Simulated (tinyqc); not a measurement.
Stress in a transistor channel from embedded alloy regions, liners and fins, by half-space elasticity: one step, computed by the program tinyqc.

Plane strain in an isotropic half-space, the same constants everywhere; x along the channel from its centre, y downwards from the free surface; stress is positive in tension.

Problem. Closed form at the surface. At x = y = 0 the integral is s_xx = -(4/pi) [E e/(1 - nu)] [arctan(2 d/L) - arctan(d/(L/2 + S))].

Inputs (values chosen for the exercise, modelled on silicon):

| quantity | value | unit |
|---|---|---|
| Young's modulus E | 165 | GPa |
| Poisson ratio nu | 0.21 | - |
| channel length L | 112 | nm |
| length of each stressor S | 195 | nm |
| recess depth d | 20 | nm |

Stressor: Si(1-x)Ge(x) source and drain.

misfit e = 0.01242

Give: s_xx at the surface.

Solution.

s_xx at the surface = -870.3 MPa

For fixed L and S it is largest at d = sqrt((L/2)(L/2 + S)) = 118.6 nm; d is short of that.
